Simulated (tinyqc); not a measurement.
# Reset of a mushroom phase-change cell, hemispherical electro-thermal model: what changes with what

Current spreads from a hemispherical contact of radius r0 into a large dome with constant rho and ka: j = I/(2 pi r^2). With s = r0/r the steady rise is T - T0 = c (b s - s^2), c = I^2 rho/(8 pi^2 ka r0^2). The heat lost through the heater, (T(r0) - T0)/Rh, fixes b = (2 + g)/(1 + g), g = 1/(2 pi ka r0 Rh).

Values chosen for this exercise; values of the order of Ge-Sb-Te and related chalcogenides: ambient temperature T0 = 300 K; melting point Tm = 887 K; radius of the heater contact r0 = 18 nm; resistivity of the hot chalcogenide rho = 3.3 mohm cm; its thermal conductivity ka = 1.1 W/(m K); thermal resistance of the path through the heater Rh = 5 K/uW.

Each table varies one quantity; the others keep the values above.

## Amorphous thickness against current

The peak lies at s = b/2 with the rise c b^2/4; melting starts at the current where that equals Tm - T0, and the molten shell spans the roots of s^2 - b s + (Tm - T0)/c = 0 (s at most 1). Electrical resistance rho/(2 pi r0).

Results:
```
I (uA),peak T (K),T at the contact (K),thickness of the melt (nm),power (uW)
1030,895.3,777.1,6.241,309.6
1070,942.5,814.9,16.74,334.1
1120,1004,864.1,25.43,366.0
1190,1095,936.8,35.23,413.2
1280,1219,1037,47.26,478.1
1400,1400,1181,64.05,571.9
1740,1999,1662,118.2,883.4
```

Estimate the missing row, I = 1550 uA.

Computed row:
```
I (uA),peak T (K),T at the contact (K),thickness of the melt (nm),power (uW)
1550,1648,1380,86.67,701.0
```

With this row back in the table: The thickness rises from 6.24 to 118 nm; it opens as the square root of I - Im just above the melting current of 1020 uA. The contact itself melts from I = 1190 uA on among the rows. For I = 1550, 1740 the peak exceeds 1600 K, where the material would degrade.

## Scaling of the melting current

Same model as above.

Rh is scaled as 1/r0, as for an isotropic shrink, in the last two columns and held fixed in the first two.

Scaling of the melting current:
```
r0 (nm),Im (uA),Im/(2 pi r0^2) (MA/cm^2),Im with Rh = Rh (18 nm/r0) (uA),power there (uW)
5,342.58,218.09,284.10,84.785
8,516.93,128.55,454.57,135.66
12,729.49,80.627,681.85,203.48
17,975.42,53.717,965.95,288.27
24,1298.1,35.869,1363.7,406.97
33,1692.4,24.735,1875.1,559.58
45,2199.1,17.284,2556.9,763.06
60,2816.5,12.452,3409.2,1017.4
```

With isotropic scaling Im and the power go as r0^(1.00) and r0^(1.00), so the current density grows as 1/r0 and the voltage stays fixed. With Rh held, Im goes as r0^(0.85) over the table, as the heater path weighs more for a small contact. For r0 = 5, 8 boundary thermal resistance, left out here, would dominate.

Range of the model: Constant properties, no latent heat, thermoelectric terms, boundary resistance or heating in the heater itself.

Numbers from tinyqc (`OMP_NUM_THREADS=1 python tinyqc.py 2490120 2490121 out.jsonl`; about 0.01 s on one thread of a shared Intel Xeon 2.30GHz).
